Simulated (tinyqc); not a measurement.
Inside a calculation. Model: charge-trap memory cell.

Computed by the program tinyqc: `OMP_NUM_THREADS=1 python tinyqc.py 2130009 2130010 out.jsonl`, one thread of a shared Intel Xeon 2.30GHz, about 0.04 s for the whole run. Printed values are rounded.

Channel, tunnel oxide, storage layer, blocking layer, gate. N electrons per area sit in a sheet at the centroid and shift the threshold by U = (q/eps0) N (tb/eb + xc tn/en). EOT = t1 + 3.9 (tn/en + tb/eb); tunnel field F = (Vg - U)/EOT; dN/dt = eta (J/q)(1 - N/Nm). Fowler-Nordheim: J = A F^2 exp(-B/F), A = q^2/(16 pi^2 hbar mo phi) (times 1e14 for A/cm^2 with F in V/nm, emitter mass m0), B = (4/3) sqrt(mo/C) phi^1.5, C = hbar^2/(2 m0).

Inputs (values chosen for the exercise); oxide values close to those of silicon dioxide, storage layer close to silicon nitride, blocking layer close to aluminium oxide:

| symbol | value | unit | meaning |
|---|---|---|---|
| phi | 3.13 | eV | tunnel barrier |
| mo | 0.46 | m0 | tunnelling mass |
| t1 | 3.9 | nm | tunnel oxide (permittivity 3.9) |
| tn | 5.8 | nm | storage layer |
| en | 7.6 |  | its relative permittivity |
| tb | 14.1 | nm | blocking layer |
| eb | 9 |  | its relative permittivity |
| xc | 0.42 |  | charge centroid, share of tn counted from the blocking side |
| eta | 0.48 |  | capture efficiency of an empty layer |
| Nm | 2.9e13 | cm^-2 | trap density |
| T | 473 | K | storage temperature |
| E1 | 0.9 | eV | shallowest trap depth |
| E2 | 2.12 | eV | deepest trap depth |
| nu | 1e13 | 1/s | attempt frequency |
| Vg | 15.9 | V | gate voltage less flat band and surface potential |
| d0 | 1.5e-6 | s | first time step |
| gr | 2 |  | growth of the step |
| n | 8 |  | steps |

Constants: q = 1.602176634e-19 C, kB = 1.380649e-23 J/K, hbar = 1.054571817e-34 J s, m0 = 9.1093837015e-31 kg, Vt = kB T/q, eps0 = 8.8541878128e-14 F/cm where lengths are in cm, hbar^2/(2 m0) = 0.0380998212 eV nm^2. Results are converted to the units shown.

Range of the model: The Fowler-Nordheim form needs F t1 above phi; trap-assisted paths and leakage through the blocking layer are left out.

## Constants of the stack

EOT, the shift for 1e12 electrons per cm^2, the shift with all traps full, and the starting field, current and rate.

EOT = 12.9863 nm
shift for 1e12 cm^-2 = 0.341490 V
shift with all traps full = 9.90321 V
F(0) = 1.22437 V/nm
J(0) = 0.127454 A/cm^2
dN/dt at the start = 3.81841e17 cm^-2 s^-1

## Midpoint steps of growing length

N(half) = N + (d/2) r(N), N(new) = N + d r(N(half)), r = dN/dt; the step starts at d0 and is multiplied by gr each time. Field in the blocking layer (3.9 F + q N/eps0)/eb.

```
step      t (s)   N (cm^-2)    U (V)  F (V/nm)  blocking field (V/nm)
0             0           0  0.00000   1.22437               0.530558
1        1.5e-6  4.92024e11  0.16802   1.21143               0.534844
2        4.5e-6  1.18579e12  0.40493   1.19318               0.540888
3       1.05e-5  2.04611e12  0.69873   1.17056               0.548382
4       2.25e-5  3.00919e12  1.02761   1.14524               0.556771
5       4.65e-5  4.01829e12  1.37220   1.11870               0.565561
6       9.45e-5  5.03598e12  1.71974   1.09194               0.574425
7     0.0001905  6.04061e12  2.06281   1.06552               0.583176
8     0.0003825  7.02040e12  2.39740   1.03976               0.591711
```

A converged integration gives U = 2.535 V at the last time; the steps are 5.4 % below that. The tunnel field falls by 15.1 % while the blocking field rises by 11.5 %.

## Retention after ten years

Retention: filled traps are spread evenly in depth from E1 to E2, and each empties at the rate nu exp(-E/kB T). The share left is the mean of exp(-nu t exp(-E/kB T)) = [kB T/(E2 - E1)] [E1x(nu t exp(-E2/kB T)) - E1x(nu t exp(-E1/kB T))], E1x the exponential integral; traps shallower than about Ed = kB T ln(nu t) are empty. t = 3.15576e8 s.

Ed = 2.01776 eV
share left = 0.0671819
loss a decade while Ed lies between E1 and E2, kB T ln 10/(E2 - E1) = 0.0769290

The sharp-edge estimate (E2 - Ed)/(E2 - E1) is 0.0838; the true edge lies 0.577 kB T deeper.
